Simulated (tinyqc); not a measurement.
Carrier lifetime of a p-type layer with SRH, radiative, Auger and surface recombination: lifetime against injection.

Uniform excess density dn = dp (no trapping), n = n0 + dn, p = p0 + dn, Boltzmann statistics, full ionisation. Surfaces enter as a rate 2 S dn/d, which holds while diffusion to them is fast.

ni = sqrt(Nc Nv) exp(-Eg/(2 Vt)), Eg in volts; majority density N/2 + sqrt(N^2/4 + ni^2), n0 p0 = ni^2; n1 = Nc exp(-Et/Vt), p1 = Nv exp((Et - Eg)/Vt); tn0 = 1/(sn vth Nt), tp0 = 1/(sp vth Nt). With e = n p - ni^2 = dn (n0 + p0 + dn): U_SRH = e/(tp0 (n + n1) + tn0 (p + p1)), U_rad = B e, U_Aug = (Cn n + Cp p) e, U_s = 2 S dn/d. Each tau is dn over its rate; tau = dn/U with U the sum.

Parameters, values chosen for the exercise; band and dielectric values those of a made-up semiconductor: temperature T = 300 K; band gap Eg = 0.937 eV; conduction-band density of states at T Nc = 3.15e19 cm^-3; valence-band density of states at T Nv = 3.22e19 cm^-3; radiative coefficient B = 4.09e-15 cm^3/s; acceptor density N = 9.7e14 cm^-3; Auger coefficient (two electrons) Cn = 5e-31 cm^6/s; Auger coefficient (two holes) Cp = 4.6e-31 cm^6/s; trap density Nt = 7.7e10 cm^-3; capture cross-section for electrons sn = 3e-17 cm^2; capture cross-section for holes sp = 8e-16 cm^2; thermal velocity (both carriers) vth = 2e7 cm/s; trap level below the conduction band Et = 0.34 eV; surface recombination velocity (both faces) S = 0 cm/s; sample thickness d = 8 um.

Constants: q = 1.602176634e-19 C, kB = 1.380649e-23 J/K, Vt = kB T/q. Results are converted to the units shown.

Lifetime against injection:

| dn (cm^-3) | tau_SRH (s) | tau_rad (s) | tau_Aug (s) | tau (s) | radiative share (%) | largest path |
|---|---|---|---|---|---|---|
| 1e11 | 0.021696 | 0.25203 | 2.3097 | 0.019805 | 7.8582 | SRH |
| 1e12 | 0.021697 | 0.25180 | 2.3031 | 0.019804 | 7.8650 | SRH |
| 1e13 | 0.021704 | 0.24949 | 2.2387 | 0.019791 | 7.9324 | SRH |
| 1e14 | 0.021767 | 0.22850 | 1.7237 | 0.019648 | 8.5984 | SRH |
| 1e15 | 0.022082 | 0.12411 | 0.36098 | 0.017821 | 14.359 | SRH |
| 1e16 | 0.022389 | 0.022288 | 0.0090738 | 0.0050066 | 22.463 | Auger |
| 1e17 | 0.022449 | 0.0024215 | 1.0269e-4 | 9.8081e-5 | 4.0504 | Auger |
| 1e18 | 0.022456 | 2.4426e-4 | 1.0402e-6 | 1.0357e-6 | 0.42402 | Auger |
| 1e19 | 0.022457 | 2.4448e-5 | 1.0415e-8 | 1.0411e-8 | 0.042584 | Auger |

Read the table: what changes, and by how much?

SRH recombination leads at dn = 1e11, Auger from 1e16 on. The total lifetime falls from 0.0198 to 1.04e-8 s. tau_SRH goes from 0.0217 s (low-injection limit 0.0217 s) to 0.0225 s (high-injection limit tn0 + tp0 = 0.0225 s). Between the last two rows tau_rad goes as dn^(-1.00) and tau_Aug as dn^(-2.00); the radiative share goes from 7.86 through a maximum of 22.5 (at dn = 1e16 among the rows listed) to 0.0426 %. For dn = 1e19 the carriers are degenerate, where B and the Auger coefficients no longer stay constant.

Program tinyqc, `OMP_NUM_THREADS=1 python tinyqc.py 2300046 2300047 out.jsonl`; Intel Xeon 2.30GHz, shared host, one thread, about 0.01 s.
